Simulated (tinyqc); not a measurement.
# From one set of inputs to another, one input at a time

Model: gas flow in a process chamber: flow regimes, conductance, effective pumping speed, pump-down, outgassing and purge. Computed by tinyqc, a small Python program. Command: `OMP_NUM_THREADS=1 python tinyqc.py 3120008 3120009 out.jsonl pump ladder`. One thread of a shared host (Intel(R) Xeon(R) Processor @ 2.30GHz), about 0.01 s of CPU time with the checks.

Ideal gas, isothermal flow, a pump of constant speed at the end of a round pipe; process gas, volume gas and outgassing are given the same properties. 1 sccm = 101325 Pa x 1e-6 m^3/60 s x T/273.15 K.

The inputs printed are set A. Set A is modelled on hydrogen near room temperature; the values taken over come from a set modelled on nitrogen near room temperature. Inputs not listed in the table keep their values of set A, so the rows need not describe a real material.

Inputs (values chosen for the exercise, modelled on hydrogen near room temperature):
```
quantity,value,unit
molar mass M,2.016,g/mol
molecular diameter,0.27,nm
viscosity eta,8.9,micropascal s
temperature T,300,K
chamber volume V,36,L
wall area,0.34,m^2
pipe diameter d,6.3,cm
pipe length l,180,cm
pump speed S,35,L/s
process gas flow,6.7,sccm
outgassing rate after 1 h,3.7e-06,Pa m^3/(s m^2)
outgassing exponent n,0.97,-
target base pressure,0.0002,Pa
```

Constants: k_B = 1.380649e-23 J/K; u = 1.6605390666e-27 kg.

Method:
- Mean speed c = sqrt(8 k_B T/(pi m)); aperture conductance C_a = c pi d^2/16; molecular pipe C_m = C_a/(1 + 3 l/(4 d)) (Dushman form); viscous pipe C_v = pi d^4 p_mean/(128 eta l); Knudsen interpolation C = C_v + C_m (1 + x)/(1 + 1.24 x), x = d p_mean sqrt(m/(k_B T))/eta.
- Effective speed 1/S_eff = 1/S + 1/C_m; time constant V/S_eff; pressure at which the free path k_B T/(sqrt2 pi d_m^2 p) equals d.
- Steady flow: the pump inlet is at p_2 = Q/S, and the chamber pressure p_1 solves Q = C((p_1 + p_2)/2) (p_1 - p_2). Residence time = p_1 V/Q.
- Knudsen number = free path at the mean pressure over d.
- From the outgassing limit: t = 1 h x (q_1 A/(S_eff p_target))^(1/n) - 10 s; monolayer time at the target = 1e19 m^-2 x 4 k_B T/(p c) for unit sticking.

Each row keeps all changes above it:
```
input moved,from,to,S_eff in molecular flow (L/s),residence time (s),time to the target (h)
set A,-,-,22.329,1.5974,0.2681
wall area (m^2),0.34,1.3,22.329,1.5974,1.0768
process gas flow (sccm),6.7,1800,22.329,1.0438,1.0768
molar mass M (g/mol),2.016,28.01,11.235,1.0440,2.1889
pipe length l (cm),180,290,8.045,1.0533,3.0895
pump speed S (L/s),35,58,8.852,0.6608,2.7993
pipe diameter d (cm),6.3,10,24.054,0.6272,0.9970
chamber volume V (L),36,31,24.054,0.5401,0.9970
```

Which inputs carry the difference?

S_eff in molecular flow goes from 22.3 to 24.1, a factor 1.08 in all. The largest single move comes from pipe diameter d (a factor 2.72), and molar mass M works against it (a factor 0.503). Residence time goes from 1.60 to 0.540, a factor 0.338 in all. The largest single move comes from pump speed S (a factor 0.627). Time to the target goes from 0.268 to 0.997, a factor 3.72 in all. The largest single move comes from wall area (a factor 4.02), and pipe diameter d works against it (a factor 0.356). The single moves hold for this order of the switches; the total does not depend on the order.

Extremes, crossings and ranges named in words are read from the listed rows.
